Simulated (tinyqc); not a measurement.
Four methods from the same start: geometry relaxation of a small cluster. Computed by tinyqc, a small Python program. Command: `OMP_NUM_THREADS=1 python tinyqc.py 3000088 3000089 out.jsonl relax walk`. One thread of a shared host (Intel(R) Xeon(R) Processor @ 2.30GHz), about 0.01 s of CPU time with the checks.

E = sum_(i<j) phi(r_ij), phi(r) = eps [exp(-2 alpha (r - r0)) - 2 exp(-alpha (r - r0))]; the force on i is -sum_j phi'(r_ij) (R_i - R_j)/r_ij.

Inputs (values chosen for the exercise, for model atoms): length r0 = 2.83 angstrom; well depth eps = 0.71 eV; stiffness alpha = 1.32 1/angstrom; step factor eta = 0.15 angstrom^2/eV; largest number of steps = 500.

Potential: Morse. Method: conjugate gradient.

starting positions (angstrom), rows atom 1, atom 2, atom 3, columns x, y, z:
$$\begin{pmatrix}
0 & 0.15 & -0.08 \\
2.89 & -0.02 & 0.21 \\
1.35 & 2.5 & 0.14
\end{pmatrix}$$

Method:
- Conjugate gradient (Polak-Ribiere): d = F + beta d(old), beta = max(0, F.(F - F(old))/|F(old)|^2), d = F at first; step length from one secant, s = eta (F.d)/(F.d - F(R + eta d).d), replaced by eta if that is not positive; R(new) = R + s d.
- No atom moves more than 0.3 angstrom a step (the whole step is scaled). Stop when the largest force component is below 1e-5 eV/angstrom.
- Hessian at the final positions by central differences of the forces; six eigenvalues vanish (translations and rotations). Steepest descent is stable for eta below 2/lambda_max and contracts the softest mode by 1 - eta lambda_min a step.
- Steepest descent: R(new) = R + eta F.
- BFGS: R(new) = R + B F with the inverse Hessian B = eta 1 at first; with s = R(new) - R, y = F - F(new), rho = 1/(y.s): B(new) = (1 - rho s y^T) B (1 - rho y s^T) + rho s s^T, skipped if y.s is not positive.
- FIRE with unit mass: if F.v > 0, v = (1 - a) v + a |v| F/|F|, and after more than 5 such steps in a row dt = min(1.1 dt, 5 dt0), a = 0.99 a; else v = 0, a = 0.1, and dt = dt/2 (not at the first step). Then v = v + dt F, R(new) = R + dt v. dt0 = sqrt(eta), a = 0.1 at first.
- In this comparison each method may take up to 1500 steps.

contraction of the softest mode = 0.443303

non-zero eigenvalues (eV/angstrom^2): [3.71131, 3.71131, 7.42262]

condition number = 2.00000

Cost:
```
method              steps  force calls  final E (eV)  calls to reach 1e-2
steepest descent       13           14         -2.13                    6
conjugate gradient      5           11         -2.13                    7
BFGS                    7            8         -2.13                    4
FIRE                   69           70         -2.13                   12
```

What does the comparison show, and why?

In force calls the order is BFGS (8), conjugate gradient (11), steepest descent (14), FIRE (70). All that converged end at the same energy. Near the minimum steepest descent multiplies the slowest mode by 0.443 in size a step, 3 steps a decade of force, at a condition number of 2.0. On this problem it beats FIRE in force calls.

Extremes, crossings and ranges named in words are read from the listed rows.
